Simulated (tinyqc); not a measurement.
# Delay unit and parasitic delay from two ring oscillators

Problem. A ring of 11 inverters oscillates at 1/(2 x 11 d), with stage delay d = tau (h + p) for fan-out h. Find tau, p and the delay at fan-out 4.

frequencies of 11-stage ring oscillators with fan-out 2 and 5 (GHz): 6.8870523  3.2938076

Solution. d is a straight line in h with slope tau and intercept tau p.

tau = 2.400 ps
p = 0.7500
delay at fan-out 4 = 11.40 ps

Computed by the program tinyqc: `OMP_NUM_THREADS=1 python tinyqc.py 2082006 2082007 out.jsonl`, one thread of a shared Intel Xeon 2.30GHz, about 0.01 s for the whole run.
